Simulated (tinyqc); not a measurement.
Inside a calculation. Method: Ewald sum of point charges, bcc lattice in a neutralising background. Computed by tinyqc, a small Python program that keeps every step. Command: `OMP_NUM_THREADS=1 python tinyqc.py 21719 21720 out.jsonl` (the two numbers bound the seeds that draw the settings). One thread of a shared host (Intel(R) Xeon(R) Processor @ 2.60GHz), about 0.03 s of CPU time with the checks.

## Ewald sum with eta = 0.274 1/bohr

cell vectors (rows) (bohr):
```
           1          2          3
1  12.060000   0.000000   0.000000
2   0.000000  12.060000   0.000000
3   0.000000   0.000000  12.060000
```

Charges:

| q | f1 | f2 | f3 |
|---|---|---|---|
| 1.000000 | 0.000000 | 0.000000 | 0.000000 |
| 1.000000 | 0.500000 | 0.500000 | 0.500000 |

Real space: 1/2 sum q_i q_j erfc(eta r)/r over all images with r > 0; reciprocal space: (2 pi/V) sum_(G != 0) exp(-G^2/4 eta^2)/G^2 |S(G)|^2 with S(G) = sum q exp(i G.r); self term -eta/sqrt(pi) sum q^2; background -pi Q^2/(2 V eta^2), Q the total charge.

Real-space shells (first ones):

| r (bohr) | pairs | sum (hartree) |
|---|---|---|
| 10.444266 | 16 | 0.000040 |
| 12.060000 | 12 | 1.48e-06 |
| 17.055416 | 24 | 2.72e-11 |
| 19.999247 | 48 | 0 |
| 20.888533 | 16 | 0 |

Reciprocal shells (first ones that count):

| G^2 (1/bohr^2) | vectors | sum (hartree) |
|---|---|---|
| 0.542869 | 12 | 0.051951 |
| 1.085738 | 6 | 0.002130 |
| 1.628607 | 24 | 0.000932 |
| 2.171476 | 12 | 0.000057 |
| 2.714345 | 24 | 0.000015 |
| 3.257215 | 8 | 6.85e-07 |
| 3.800084 | 48 | 5.78e-07 |
| 4.342953 | 6 | 1.04e-08 |
| 4.885822 | 36 | 9.07e-09 |
| 5.428691 | 24 | 8.93e-10 |
| 5.971560 | 24 | 1.33e-10 |

## The total does not depend on eta

The same sums for other eta.

Totals (hartree per cell):

| eta | real | reciprocal | self | background | total |
|---|---|---|---|---|---|
| 0.274000 | 0.000041 | 0.055087 | -0.309176 | -0.047713 | -0.30176065 |
| 0.394000 | 4.53e-09 | 0.165896 | -0.444581 | -0.023075 | -0.30176065 |
| 0.550000 | 0 | 0.330690 | -0.620609 | -0.011842 | -0.30176065 |

shortest distance = 10.444266 bohr
